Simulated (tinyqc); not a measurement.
Order-disorder in a binary alloy on two sublattices: Bragg-Williams and pair (quasi-chemical) approximations: one step, computed by the program tinyqc. Command: `OMP_NUM_THREADS=1 python tinyqc.py 3005987 3005988 out.jsonl order walk`. One thread of a shared host (Intel(R) Xeon(R) Processor @ 2.30GHz), about 0.01 s of CPU time with the checks.

All z = 4 neighbours of a site lie on the other sublattice. B fills the sublattices with x + eta/2 and x - eta/2; energies are per site, from the pure components: u = -z w y with y the probability of an A-B bond taken in one order.

Question. Energy, entropy and site fractions. a = x + eta/2, b = x - eta/2; u = -z w [x (1 - x) + eta^2/4]; s/k_B = [s2(a) + s2(b)]/2, s2(c) = -c ln c - (1 - c) ln(1 - c); gain on ordering = f(eta) - f(0), f = u - T s. Superlattice over fundamental intensity = [eta (f_B - f_A)/2]^2/[(1 - x) f_A + x f_B]^2.

Inputs (values chosen for the exercise, for a model alloy): ordering energy w = (e_AA + e_BB)/2 - e_AB = 8.73 meV; fraction x of B = 0.5; temperature T = 155 K.

Lattice: square (z = 4).

scattering factors f_A, f_B (electrons): [12, 56]

order parameter eta = 0.7573802

Constants: k_B = 8.617333262e-05 eV/K.

Give: B fraction on its own sublattice; B fraction on the A sublattice; energy u; entropy s; gain on ordering; intensity ratio.

Answer.

B fraction on its own sublattice = 0.8787

B fraction on the A sublattice = 0.1213

energy u = -13.74 meV/site

entropy s = 0.3695 k_B/site

gain on ordering = -0.6852 meV/site

intensity ratio = 0.2402

The antisite fraction is 0.1213; the dilute estimate exp(-z w/(k_B T)) gives 0.0732. Caution: T is near or above the T_c of the better pair approximation, so the true long-range order is lower than Bragg-Williams gives.
